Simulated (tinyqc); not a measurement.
The solidus: solid solubility of a dopant against its melt (retrograde solidus), clustering and the electrically active fraction. Computed by tinyqc, a small Python program. Command: `OMP_NUM_THREADS=1 python tinyqc.py 3004151 3004152 out.jsonl retro walk`. One thread of a shared host (Intel(R) Xeon(R) Processor @ 2.30GHz), about 0.01 s of CPU time with the checks.

Inputs (values chosen for the exercise, of the order of those of gallium in silicon for the solubility):
```
quantity,value,unit
melting point of the host T_m,1687,K
heat of melting of the host H_f,50.2,kJ/mol
interaction L of the melt,3.2,kJ/mol
enthalpy of transfer from melt to solid H,0.658,eV
entropy of transfer S,-0.61,k_B
site density N0,5e+22,1/cm^3
```

Constants: R = 8.314462618 J/(mol K); k_B = 8.617333262e-05 eV/K; e = 1.602176634e-19 C; N_A = 6.02214076e+23 1/mol.

Method. x_l and x_s are atom fractions of the dopant in melt and solid; the solid is dilute. Liquidus of the host: R T ln(1 - x_l) + L x_l^2 = -H_f (1 - T/T_m). Distribution: k = x_s/x_l = exp[L (1 - x_l)^2/(R T)] exp(S/k_B - H/(k_B T)), the first factor being the activity coefficient in the melt. Solubility = x_s N0; at T_m x_l = 0. The largest x_s N0 between 900 K and T_m. For an ideal melt with constant heats the maximum has x_l = H_f/(H + H_f), H in the same units.

largest solubility = 7.19369e+19 1/cm^3

temperature of the maximum = 1465.01 K

Against temperature:
```
T (K),x_l,k,solubility (1/cm^3),over the maximum
1000,0.93908,0.0002627,1.2337e+19,0.17149
1100,0.88758,0.0005276,2.3414e+19,0.32548
1200,0.81045,0.0009476,3.8398e+19,0.53377
1300,0.70222,0.0015688,5.5084e+19,0.76572
1400,0.55945,0.0024522,6.8594e+19,0.95353
1500,0.38365,0.0036866,7.0719e+19,0.98307
1580,0.22484,0.0050096,5.6318e+19,0.78288
1640,0.09958,0.0062468,3.1103e+19,0.43236
1675,0.02546,0.0070802,9.0129e+18,0.12529
```

What follows from these numbers?

Between the first rows the Arrhenius energy of the solubility is 0.61 eV, against H = 0.658 eV; it shrinks to zero at 1465 K and turns negative beyond. A crystal saturated at the maximum precipitates dopant-rich liquid on cooling and on heating alike. Below a eutectic or compound temperature another phase would set the limit.

Extremes, crossings and ranges named in words are read from the listed rows.
